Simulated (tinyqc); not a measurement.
Course in time: spin coating of a resist or spin-on film: centrifugal thinning, evaporation and the final thickness (Emslie and Meyerhofer models). Computed by tinyqc, a small Python program. Command: `OMP_NUM_THREADS=1 python tinyqc.py 3114170 3114171 out.jsonl spincoat walk`. One thread of a shared host (Intel(R) Xeon(R) Processor @ 2.30GHz), about 0.08 s of CPU time with the checks.

A Newtonian film stays uniform over the wafer; solvent and solids have the same density and the concentration is uniform through the thickness.

Inputs (values chosen for the exercise, of the order of those of a polymer resist in an ester solvent):
```
quantity,value,unit
solids volume fraction c0,0.22,-
kinematic viscosity of the solvent nu_s,2.1,mm^2/s
viscosity constant k,640,mm^2/s
viscosity exponent gamma,2.8,-
spin speed f,4000,rpm
evaporation rate at 1000 rpm e0,0.068,micrometre/s
starting thickness h0,200,micrometre
wafer radius R,100,mm
shrinkage in the bake,11,%
```

Method:
- omega = 2 pi f/60; nu(c) = nu_s + k c^gamma; evaporation rate e = e0 sqrt(f/1000 rpm).
- Flow constant K = 2 omega^2/(3 nu(c0)); Reynolds number of the air omega R^2/nu_air with nu_air = 15 mm^2/s.
- Meyerhofer estimate: flow rules until (1 - c0) K h^3 = e, then evaporation alone: h_w = (e/((1 - c0) K))^(1/3), dry film c0 h_w.
- Full model for solids s and liquid l per area, h = s + l, c = s/h: ds/dt = -c Q, dl/dt = -(1 - c) Q - e, Q = 2 omega^2 h^3/(3 nu(c)); integrated adaptively (relative tolerance 1e-9) until l = 0.
- Dry film = s at l = 0, before the bake; film after the bake = s x (1 - shrinkage).
- Times are fractions of the time to dry.

omega = 418.879 1/s

evaporation rate e = 0.136 micrometre/s

dry film = 633.458 nm

dry film, estimate = 564.357 nm

History:
```
fraction,t (s),h (micrometre),c,nu (mm^2/s),Q/e,s (nm)
0.003,5.7307e-02,28.761,0.22004,11.33,1.8061e+03,6328.6
0.010,1.9102e-01,15.866,0.22024,11.35,3.0259e+02,3494.4
0.030,5.7307e-01,9.174,0.22125,11.47,5.7876e+01,2029.7
0.100,1.9102e+00,5.005,0.22773,12.26,8.7964e+00,1139.9
0.200,3.8205e+00,3.497,0.24269,14.24,2.5815e+00,848.6
0.350,6.6858e+00,2.551,0.27706,19.70,7.2454e-01,706.7
0.500,9.5512e+00,1.994,0.32957,30.71,2.2224e-01,657.3
0.700,1.3372e+01,1.420,0.44874,69.99,3.5199e-02,637.3
0.900,1.7192e+01,0.894,0.70919,246.62,2.4881e-03,633.7
```

What does the comparison show, and why?

Q/e drops below 1 between t = 3.8 and 6.7 s, when c has risen from 0.22 to about 0.277; after that row the solids fall by a further 10 %. The full model gives 1.12 times the two-stage estimate.
